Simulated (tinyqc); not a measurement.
Inside a calculation. Model: hot carriers by balance equations with a heated Maxwellian. Computed by tinyqc, a small Python program that keeps every step. Command: `OMP_NUM_THREADS=1 python tinyqc.py 3013146 3013147 out.jsonl hot walk`. One thread of a shared host (Intel(R) Xeon(R) Processor @ 2.30GHz), about 0.02 s of CPU time with the checks. Intermediate numbers are printed to about 6 digits and carried at full precision; extremes and crossings named in words are read from the listed rows.

The carriers follow a Maxwellian at an electron temperature T_e, slightly displaced; the drift energy is neglected against k_B T_e. The balance averages the rate, not the time, so mu_0 lies below the relaxation-time value.

Inputs (values chosen for the exercise, modelled on holes in germanium):

| quantity | value | unit |
|---|---|---|
| effective mass m | 0.306 | m_0 |
| density rho | 5323 | kg/m^3 |
| sound velocity v_l | 5160 | m/s |
| acoustic deformation potential D_A | 5.5 | eV |
| phonon energy hbar w | 36.6 | meV |
| optical or intervalley deformation potential D_o | 7.7 | 1e8 eV/cm |
| final valleys Z_f | 1 | - |
| lattice temperature T | 300 | K |
| electric field F | 1.6 | kV/cm |
| iteration cap | 300 | - |

Band: parabolic. Solver: Newton.

Constants: k_B = 8.617333262e-05 eV/K; k_B = 1.380649e-23 J/K; e = 1.602176634e-19 C; hbar = 1.054571817e-34 J s; m_0 = 9.1093837015e-31 kg; hbar = 6.582119569e-16 eV s.

## Equilibrium values

Parabolic band: E = hbar^2 k^2/(2 m), speed v = hbar k/m, states per spin, volume and energy g(E) = m k/(2 pi^2 hbar^2). Masses are multiplied by m_0 and all formulas are in SI units. Phonon occupation N_q = 1/(exp(hbar w/(k_B T)) - 1). Acoustic deformation potential (elastic, equipartition, absorption and emission together): 1/tau = 2 pi k_B T D_A^2 g(E)/(hbar rho v_l^2). Optical or intervalley deformation potential: 1/tau = (pi Z_f D_o^2/(rho w)) [N_q g(E + hbar w) + (N_q + 1) g(E - hbar w)], with g = 0 below the band edge. Averages over the Maxwellian, <y> = int y x^(1/2) exp(-x) dx / int x^(1/2) exp(-x) dx with x = E/(k_B T_e), split at x_0 = hbar w/(k_B T_e): 64 Gauss-Legendre points in sqrt(x) below it and 128 in sqrt(x - x_0) above it, up to x = 32. Momentum balance: mu(T_e) = e/(m nu), nu = <x (sum of rates)>/<x>. Power lost per carrier: P(T_e) = hbar w <emission rate - absorption rate> + <(2 m v_l^2/(k_B T)) (E - 2 k_B T) acoustic rate>. Energy relaxation time at weak heating: tau_E = (3/2) k_B / (dP/dT_e), the derivative by a central difference of +/- 0.5 K at T_e = T.

low-field mobility mu_0 = 2042.09 cm^2/(V s)

energy relaxation time tau_E = 1.48151 ps

tau_E is 4.17 times the momentum relaxation time m mu_0/e: energy is lost more slowly than direction, which is why carriers heat.

## Balance functions

The field that sustains T_e follows from e mu F^2 = P.

Against the electron temperature:

| T_e (K) | mu (cm^2/(V s)) | P optical (1e9 eV/s) | P acoustic (1e9 eV/s) | F (kV/cm) | drift velocity (1e7 cm/s) |
|---|---|---|---|---|---|
| 330 | 1905.09 | 2.583 | 1.71547e-02 | 1.1683 | 0.222567 |
| 390 | 1694.28 | 7.589 | 5.59475e-02 | 2.1242 | 0.359890 |
| 480 | 1475.50 | 14.584 | 1.24136e-01 | 3.1572 | 0.465848 |
| 600 | 1282.12 | 22.949 | 2.31314e-01 | 4.2520 | 0.545156 |
| 900 | 1009.73 | 40.131 | 5.66602e-01 | 6.3487 | 0.641043 |
| 1500 | 762.09 | 65.325 | 1.46296e+00 | 9.3615 | 0.713432 |
| 2400 | 594.60 | 92.614 | 3.23840e+00 | 12.6967 | 0.754942 |
| 3600 | 482.18 | 120.270 | 6.23263e+00 | 16.1974 | 0.781008 |

Optical phonons take 99 % of the power in the first row and 95 % in the last. The velocity grows as F^0.80 at first and as F^0.14 at the end, so it levels off; if optical phonons alone set both balances the limit at high T_e would be sqrt(3 hbar w tanh(hbar w/2 k_B T)/(4 m)) = 0.98 in the same unit. Rows above 1400 K (k_B T_e > 0.12 eV) stretch the parabolic band.

## First iteration

Newton: h(T_e) = P - e mu F^2, T_new = T_e - h/h', with h' by a central difference of +/- 0.5 K, limited to the range T to 3 T_e. Start at T_e = 1.5 T.

mu at the start = 1539.00 cm^2/(V s)

P at the start = 1.24236e+10 eV/s

new T_e = 347.876 K

## The whole iteration

Start at T_e = 1.5 T; stop when T_e moves by less than 1e-6 K or exceeds 1e6 K.

Course of the iteration:

| iteration | T_e (K) | mu (cm^2/(V s)) | step (K) |
|---|---|---|---|
| 1 | 450.000 | 1539.00 | 1.02124e+02 |
| 2 | 347.876 | 1834.71 | 6.02175e+00 |
| 3 | 353.898 | 1812.60 | 2.28146e-02 |
| 4 | 353.920 | 1812.52 | 3.27506e-07 |

electron temperature T_e = 353.920 K

Converged in 4 iterations.

## Drift velocity

v = mu(T_e) F; warm-carrier coefficient (mu/mu_0 - 1)/F^2.

mobility mu(T_e) = 1812.52 cm^2/(V s)

drift velocity = 0.290003 1e7 cm/s

mu/mu_0 = 0.887580

(mu/mu_0 - 1)/F^2 = -0.0439142 cm^2/kV^2

T_e/T = 1.18; the simple estimate T + (2/3) e mu_0 F^2 tau_E/k_B would give 360 K, close to the result.

Checks made by the program: detailed balance, P(T_e = T) = 0, on the scale of P at 1.1 T (relative difference below 1e-10).
